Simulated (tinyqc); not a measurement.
Mass and g factor above the band edge: five-level k.p model folded onto the conduction band.

Second-order sums for the lowest conduction level at E: 1/m = 1 + Cm + (Ep/3)(2/E + 1/(E + Dso)) - (Ep2/3)(2/(E7 + D2 - E) + 1/(E7 - E)); g/2 = 1 + Cg - (Ep/3)(1/E - 1/(E + Dso)) - (Ep2/3)(1/(E7 - E) - 1/(E7 + D2 - E)). E is counted from the top of the valence band; E = Eg at the edge.

Parameters, chosen for this exercise (near those of InP; the results hold for these values, not for the real material):
```
symbol  value  unit  meaning
Eg      1.433  eV    gap at Gamma to the s-like level
Dso     0.109  eV    spin-orbit splitting
Ep      20.9   eV    Kane energy
E7      4.84   eV    upper Gamma7 conduction level, from the valence top
D2      0.07   eV    its spin-orbit splitting, Gamma8 above Gamma7
Ep2     3.5    eV    Kane energy to the upper levels
Cm      -1.5         remote term in 1/m
Cg      -0.02        remote term in g/2
```

The sums are evaluated at E = Eg + dE, as is done for confined or hot electrons.

Results:
```
dE (meV)    m(E)   g(E)  m(E)/m(Eg)  1 + dE/Eg
0         0.0786  1.259      1.0000     1.0000
20        0.0798  1.277      1.0158     1.0140
50        0.0817  1.303      1.0396     1.0349
100       0.0848  1.342      1.0797     1.0698
150       0.0880  1.378      1.1204     1.1047
200       0.0913  1.411      1.1617     1.1396
300       0.0979  1.468      1.2463     1.2094
```

What can be read from this table?

Over 300 meV the mass grows by 24.6 %, against 20.9 % for two levels alone, and g moves from 1.259 to 1.468, towards the free value 2.

Computed by tinyqc, a small Python program: `OMP_NUM_THREADS=1 python tinyqc.py 1050448 1050449 out.jsonl` (the numbers bound the seed that draws the inputs); one thread of a shared host (Intel(R) Xeon(R) Processor @ 2.30GHz), about 0.01 s for the whole set of steps.
